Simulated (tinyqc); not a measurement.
Which roughness does what: X-ray reflectivity of a thin film on silicon: critical angles, Parratt recursion, fringes and roughness. Computed by tinyqc, a small Python program. Command: `OMP_NUM_THREADS=1 python tinyqc.py 3121278 3121279 out.jsonl xrr walk`. One thread of a shared host (Intel(R) Xeon(R) Processor @ 2.30GHz), about 0.01 s of CPU time with the checks.

n = 1 - delta + i beta; the classical electron radius is r_e = 2.8179403e-6 nm. Layer 0 is vacuum, 1 the film, 2 the substrate.

Inputs (values chosen for the exercise, modelled on a porous low-k film on silicon, copper K-alpha radiation):
```
quantity                                        value     unit
wavelength lambda                             0.15406       nm
film density rho                                 1.29   g/cm^3
effective electrons per unit mass, film         0.518    mol/g
beta/delta, film                                 0.01        -
film thickness d                                 51.2       nm
roughness of the surface sigma_1                 0.32       nm
roughness of the interface sigma_2                0.6       nm
substrate density                                2.33   g/cm^3
effective electrons per unit mass, substrate    0.507    mol/g
beta/delta, substrate                           0.023        -
grazing angle theta                              2.02  degrees
```

Constants: N_A = 6.02214076e+23 1/mol.

Method:
- delta = r_e lambda^2 rho_e/(2 pi), rho_e = density x electrons per mass x N_A; critical angle sqrt(2 delta), q_c = 4 sqrt(pi r_e rho_e).
- k_j = (2 pi/lambda) sqrt(sin^2 theta - 2 delta_j + 2 i beta_j); r_ij = (k_i - k_j)/(k_i + k_j) x exp(-2 k_i k_j sigma^2) (Nevot-Croce); r = (r_01 + r_12 p)/(1 + r_01 r_12 p), p = exp(2 i k_1 d); R = |r|^2.
- Far above the critical angle the period is d theta = lambda/(2 d), or 2 pi/d in q; the envelope runs between (|r_01| - |r_12 p|)^2 and (|r_01| + |r_12 p|)^2; contrast = 2 a b/(a^2 + b^2) with a = |r_01|, b = |r_12 p|; roughness factors on the amplitudes are about exp(-q^2 sigma^2/2).
- R is averaged over one period above each angle (64 points); contrast = (max - min)/(max + min) of R theta^4 over that period. Cases: smooth; only sigma_1; only sigma_2; both.

period in theta = 0.0862011 degrees

Constants:
```
layer      rho_e (1/nm^3)        delta         beta  critical angle (degrees)  q_c (1/nm)
film              402.411  4.28353e-06  4.28353e-08                  0.167702    0.238746
substrate         711.402  7.57263e-06  1.74170e-07                  0.222977    0.317437
```

Mean R and contrast:
```
theta (degrees)    R smooth  contrast  R, sigma_1  contrast, sigma_1  R, sigma_2  contrast, sigma_2     R, both  contrast, both
0.8              1.6631e-04   0.97190  1.5248e-04            0.98585  1.4157e-04            0.89266  1.2778e-04         0.92074
1.2              3.5445e-05   0.96795  2.9568e-05            0.99556  2.6582e-05            0.74224  2.0722e-05         0.82329
1.8              7.1083e-06   0.96645  4.8894e-06            0.99517  4.6559e-06            0.42942  2.4510e-06         0.59149
2.5              1.9170e-06   0.96620  1.0315e-06            0.92309  1.2024e-06            0.15040  3.2234e-07         0.30745
3.5              5.0273e-07   0.96538  2.0995e-07            0.63437  3.1567e-07            0.01695  2.3550e-08         0.09099
```

What does the comparison show, and why?

At 2.5 degrees sigma_1 alone multiplies the mean R by 0.54 and sigma_2 alone by 0.63; the contrast goes from 0.97 (smooth) to 0.92 and 0.15.
